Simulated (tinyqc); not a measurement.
A ladder of methods, and size consistency: correlation methods against full CI in the sto-3g basis, for BeH2, spin multiplicity 1. Computed by the program tinyqc with PySCF. All electrons correlated; +Q is the Davidson correction (1 - c0^2) E_corr. The last columns treat two copies 100 angstrom apart as one system. FCI is the lowest singlet.

Geometry (angstrom):
```
atom       x        y       z
Be    0.0000   0.0000  0.0000
H     0.0000   1.2310  0.0000
H     0.0000  -1.2310  0.0000
```

RHF energy of one = -15.558126 hartree

Correlation energies (hartree):
```
method   E_corr of one  share of FCI (%)  E_corr of two at 100 angstrom  two minus twice one (mhartree)
MP2          -0.021183           67.8453                      -0.042366                          0.0000
CISD         -0.030620           98.0702                      -0.059968                          1.2716
CISD+Q       -0.031285          100.1992                      -0.062402                          0.1673
CCSD         -0.030889           98.9336                      -0.061779                          0.0000
CCSD(T)      -0.031070           99.5110                      -0.062139                          0.0000
FCI          -0.031222          100.0000                              -                               -
```

What does the comparison show, and why?

MP2 recovers 68 %, CISD 98.1 % and CCSD 98.9 % of the FCI value (c0^2 = 0.978 in CISD). MP2 and coupled cluster are size consistent, so their last column vanishes; CISD loses 1.27 mhartree, since a double excitation on each copy is a quadruple of the pair, and the Davidson correction leaves +0.17.
